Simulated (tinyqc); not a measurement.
Closing and inverting the gap: three-level Kane dispersion of a narrow-gap semiconductor.

Zero of energy at Gamma8, c = hbar^2/2m0, P^2 = Ep c. The free-electron term and remote bands are left out, so the heavy holes are flat at E = 0 and the other three bands obey E (E - Eg)(E + Dso) = P^2 k^2 (E + 2 Dso/3). The conduction band is the highest root; its edge is Ec = max(Eg, 0).

Constants: hbar^2/2m0 = 3.80998211 eV angstrom^2.

Inputs chosen for the exercise (out of a larger set: a gap close to zero; not measured data):
- Dso = 0.97 eV (spin-orbit splitting)
- Ep = 19.3 eV (Kane energy)
- k = 0.037 1/angstrom (wave vector)

Eg is varied at fixed k, Dso and Ep. Edge mass: Eg (Eg + Dso)/(Ep (Eg + 2 Dso/3)) for Eg > 0, 3 |Eg|/(2 Ep) for Eg < 0. The Gamma6 weight of the conduction state is 1/(1 + P^2 k^2 [(2/3)/E^2 + (1/3)/(E + Dso)^2]).

Results:
```
Eg (eV)      m0*  highest root (eV)  middle (eV)  lowest (eV)  E - Ec (meV)  Gamma6 weight
-0.300   0.02332             0.1571      -0.4059      -1.0212         157.1          0.267
-0.150   0.01166             0.2054      -0.3132      -1.0122         205.4          0.382
-0.060   0.00466             0.2434      -0.2653      -1.0081         243.4          0.464
-0.015   0.00117             0.2652      -0.2439      -1.0063         265.2          0.506
0.015    0.00116             0.2808      -0.2306      -1.0052         265.8          0.534
0.060    0.00453             0.3058      -0.2121      -1.0037         245.8          0.575
0.150    0.01093             0.3611      -0.1801      -1.0010         211.1          0.652
0.300    0.02085             0.4670      -0.1398      -0.9973         167.0          0.755
```

What can be read from this table?

The edge mass vanishes with |Eg| from both sides, yet the kinetic energy at this k stays finite, at most 265.8 meV in the table; at Eg = 0 the two-level form, without the split-off band, gives the linear value sqrt(2/3) P k = 259.1 meV. The Gamma6 weight of the conduction state goes smoothly from 0.27 to 0.76 and is 0.51 and 0.53 in the two rows next to Eg = 0: at finite k nothing jumps at the inversion.

tinyqc: `OMP_NUM_THREADS=1 python tinyqc.py 1050395 1050396 out.jsonl`; about 0.01 s, one thread, shared Intel(R) Xeon(R) Processor @ 2.30GHz.
